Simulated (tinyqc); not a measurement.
# Switching kinetics of a ferroelectric film and the memory window of a ferroelectric gate stack, step by step

A worked calculation. Computed by tinyqc, a small Python program that keeps every step. Command: `OMP_NUM_THREADS=1 python tinyqc.py 3015395 3015396 out.jsonl feswitch walk`. One thread of a shared host (Intel(R) Xeon(R) Processor @ 2.30GHz), about 0.02 s of CPU time with the checks. Intermediate numbers are printed to about 6 digits and carried at full precision; extremes and crossings named in words are read from the listed rows.

Fields in MV/cm; 1 microcoulomb/cm^2 over eps_0 is 11.29409 MV/cm. In the stack (metal, ferroelectric, interlayer, channel) the channel is taken as a conductor.

Inputs (values chosen for the exercise, for a model hafnia-based film): saturation polarisation P_s = 23 microcoulomb/cm^2; ratio P_r/P_s = 0.89; coercive field E_c = 1.6 MV/cm; permittivity of the ferroelectric eps_F = 38; thickness t_F = 24 nm; permittivity of the interlayer eps_I = 3.9; interlayer thickness t_I = 1.4 nm; share s of P screened by trapped charge = 0.74; pulse height V = 6.1 V; time constant t_inf = 1.3e-09 s; activation field E_a = 10 MV/cm; Merz exponent alpha = 1; dimension n = 3; half width w of log10 t = 0.48; pulse length t_p = 2.9e-06 s; breakdown field of the interlayer = 17 MV/cm.

Kinetics: nucleation-limited (NLS).

## The hysteresis loop

Saturated branches: P(E) = P_s tanh[(E -/+ E_c)/(2 delta)], delta = E_c/ln[(1 + P_r/P_s)/(1 - P_r/P_s)]; D = P + eps_0 eps_F E.

delta = 0.562617 MV/cm

P on both branches (microcoulomb/cm^2) at E/E_c = -3, -2, -1, -0.5, 0, 0.5, 1, 1.5, 2, 3:
```
E (MV/cm)  rising branch  falling branch
-4.8            -22.9995        -22.8447
-3.2            -22.9909        -20.4700
-1.6            -22.8447          0.0000
-0.8            -22.3631         14.0594
0.0             -20.4700         20.4700
0.8             -14.0594         22.3631
1.6               0.0000         22.8447
2.4              14.0594         22.9624
3.2              20.4700         22.9909
4.8              22.8447         22.9995
```

peak differential permittivity eps_F + P_s/(2 delta eps_0) = 268.853

## Memory window

At threshold the channel charge is negligible, so D = 0 on each branch: (1 - s) P(E) + eps_0 eps_F E = 0, with the screened share s. The rising branch has the root E0 between 0 and E_c; window = 2 E0 t_F; its upper bound is 2 E_c t_F.

field E0 = 0.938773 MV/cm

memory window = 4.50611 V

bound 2 E_c t_F = 7.68 V

fixed-charge estimate 2 (1 - s) P_r t_F/(eps_0 eps_F) = 7.59277 V

Charge and coercive field both limit the window.

## Fields in the stack

Series stack: V = E_F t_F + E_I t_I and eps_I E_I = eps_F E_F + (1 - s) P/eps_0. Before switching P = -P_r, after it P = +P_s; in retention V = 0 and P = +P_r.

E_F before switching = 2.19382 MV/cm

E_F after switching = 0.976471 MV/cm

E_I after switching = 26.8319 MV/cm

depolarising field in retention = 0.573250 MV/cm

depolarising field over E_c = 0.358282

The interlayer field exceeds its breakdown field. E_F ends below E_c, so the film settles on a minor loop. Caution: the interlayer field exceeds its breakdown field, so charge injection would change the fields. Caution: E_F after switching lies below E_c, so switching stalls before P_s and that state is not reached.

## Switched share after the pulse

Merz's law: t1 = t_inf exp[(E_a/E)^alpha] at the mean of the fields before and after switching. NLS: switched share = integral of [1 - exp(-(t/tau)^n)] F(z) dz over z = log10 tau, with the Lorentzian F = (1/pi) w/[(z - log10 t1)^2 + w^2].

mean field = 1.58515 MV/cm

switching time t1 = 7.14033e-07 s

switched share = 0.800497

t_p is 4.1 t1. A field higher by 10 % would shorten t1 by a factor 1.8. The step approximation 1/2 + arctan[log10(t_p/t1)/w]/pi gives 0.787. Caution: the field changes much during switching, so one mean field is a crude stand-in.

## KAI against NLS in time

KAI: 1 - exp[-(t/t1)^n]. NLS: the same kernel averaged over the Lorentzian F = (1/pi) w/[(z - log10 t1)^2 + w^2] in z = log10 tau.

Switched share:
```
log10(t/t1)      KAI       NLS
-3.0         0.00000  0.052144
-2.0         0.00000  0.078890
-1.0         0.00100  0.158878
-0.5         0.03113  0.284759
-0.2         0.22212  0.428557
0.0          0.63212  0.546371
0.2          0.98133  0.656503
0.5          1.00000  0.772483
1.0          1.00000  0.864620
2.0          1.00000  0.927436
3.0          1.00000  0.950683
```

KAI goes from 10 to 90 % within 0.45 decades of time; a Lorentzian of this width needs about 2 w tan(0.4 pi) = 3.0 decades. Three decades after t1, 4.9 % of the NLS film has not switched, and three decades before it 5.2 % already has: the tails set write margins and disturb errors.

## Interlayer thickness

Series stack: V = E_F t_F + E_I t_I and eps_I E_I = eps_F E_F + (1 - s) P/eps_0. E_I is for P = +P_s at the pulse height, the depolarising field for P = +P_r at V = 0; V needed puts E_F = 1.5 E_c after switching.

Stack against t_I:
```
t_I (nm)  E_F after (MV/cm)  E_I (MV/cm)  depolarising field / E_c  V needed (V)
0.3                 2.07275      37.5136                  0.107338        6.9811
0.5                 1.81288      34.9816                  0.166822        7.7951
0.8                 1.48282      31.7655                  0.242377        9.0162
1.2                 1.12682      28.2969                  0.323865       10.6443
1.6                 0.84092      25.5112                  0.389310       12.2724
2.0                 0.60627      23.2248                  0.443023       13.9004
3.0                 0.16996      18.9736                  0.542896       17.9707
```

Each nanometre of interlayer costs 4.07 V, against 0.24 V for a nanometre of ferroelectric. The depolarising field grows from 0.11 to 0.54 E_c. At E_F = 1.5 E_c the interlayer carries (1.5 eps_F E_c + (1 - s) P_s/eps_0)/eps_I = 40.7 MV/cm whatever its thickness, above its breakdown field of 17 MV/cm, so the voltages in the last column could not be applied without breakdown. Caution: rows with E_I above the breakdown field of the interlayer cannot be reached without charge injection. Caution: where E_F after switching is below E_c the switching stalls before P_s, and where the depolarising field exceeds E_c the state switches back, so those rows describe states that are not held.

Checks made by the program: the remanence (relative difference below 1e-10).
